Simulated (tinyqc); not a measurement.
# Semiconductor laser, carrier and photon rate equations: effect of the Auger coefficient on threshold and bandwidth

Carrier density N and photon density S in one mode: dN/dt = F1 = eta I/(q V) - (A N + B N^2 + C N^3) - vg g S; dS/dt = F2 = G vg g S + G be B N^2 - S/tp, with g = g0 ln(N/Ntr)/(1 + ec S). Output power P = Fo Eph S V/(G tp). No heating, no carrier transport.

gth = 1/(G vg tp), Nth = Ntr exp(gth/g0), Ith = q V (A Nth + B Nth^2 + C Nth^3)/eta. N and S are the steady state (F1 = F2 = 0, S > 0). Jacobian, with a = g0/(N (1 + ec S)) and d = g/(1 + ec S): J11 = -(A + 2 B N + 3 C N^2) - vg a S, J12 = -vg d, J21 = G vg a S + 2 G be B N, J22 = G vg d - 1/tp. wR^2 = det J, gamma = -trace J, fR = wR/(2 pi); the response wR^2/(wR^2 - w^2 + i gamma w) falls to 1/sqrt(2) at w^2 = x + sqrt(x^2 + wR^4), x = wR^2 - gamma^2/2 (f3dB = w/(2 pi)).

Parameters, values chosen for the exercise:
- V = 3.3e-12 cm^3 (active volume)
- G = 0.064 (confinement factor)
- vg = 7.63e9 cm/s (group velocity)
- g0 = 2100 1/cm (gain coefficient)
- Ntr = 1.5e18 cm^-3 (transparency density)
- ec = 3e-17 cm^3 (gain compression)
- tp = 1.9 ps (photon lifetime)
- A = 2.1e7 1/s (defect recombination coefficient)
- B = 7.6e-11 cm^3/s (radiative coefficient)
- be = 0.00024 (share of spontaneous emission into the mode)
- eta = 0.7 (injection efficiency)
- Fo = 0.56 (share of cavity losses that is output)
- Eph = 0.95 eV (photon energy)
- I = 1.9 mA (drive current)

Constants: q = 1.602176634e-19 C. Results are converted to the units shown.

Effect of the Auger coefficient on threshold and bandwidth:
```
C (cm^6/s)	Ith (mA)	P (mW)	fR (GHz)	gamma (1/ns)	f3dB (GHz)
4.6e-31	0.4057	0.5554	4.504	5.726	6.948
8.8e-31	0.4107	0.5536	4.497	5.716	6.936
1.7e-30	0.4205	0.5499	4.482	5.697	6.914
3.3e-30	0.4395	0.5428	4.454	5.660	6.870
6.2e-30	0.4740	0.5298	4.401	5.594	6.789
1.2e-29	0.5429	0.5039	4.295	5.461	6.625
2.3e-29	0.6737	0.4549	4.085	5.210	6.300
```

Read the table: what changes, and by how much?

As C goes from 4.6e-31 to 2.3e-29 cm^6/s, Ith rises from 0.406 to 0.674 mA, fR falls from 4.50 to 4.08 GHz, gamma falls from 5.73 to 5.21 1/ns and f3dB falls from 6.95 to 6.30 GHz.

Program tinyqc, `OMP_NUM_THREADS=1 python tinyqc.py 2840035 2840036 out.jsonl`; Intel Xeon 2.30GHz, shared host, one thread, about 0.01 s.
